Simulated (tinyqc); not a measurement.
Mass from the capacitance plateau.

Inverse problem. Once one two-dimensional band is degenerate, Cq = q gv md m0 q/(pi hbar^2) and 1/C_G = 1/Cox + 1/Cq (no traps). Find Cq, md and the oxide-equivalent thickness 3.9 eps0/Cq that it adds.

Values chosen for this exercise:
- gv = 1 (valley degeneracy)

Constants: q = 1.602176634e-19 C, hbar = 1.054571817e-34 J s, m0 = 9.1093837015e-31 kg, eps0 = 8.8541878128e-14 F/cm where lengths are in cm. Results are converted to the units shown.

C_G on the plateau = 0.22391909 uF/cm^2
Cox = 0.24665237 uF/cm^2

Solution. Removing Cox from the series leaves Cq, which is proportional to gv md.

Cq = 2.429 uF/cm^2
md = 0.03630 m0
added thickness = 1.421 nm

Computed by the program tinyqc: `OMP_NUM_THREADS=1 python tinyqc.py 2200046 2200047 out.jsonl`, one thread of a shared Intel Xeon 2.30GHz, about 0.01 s for the whole run.
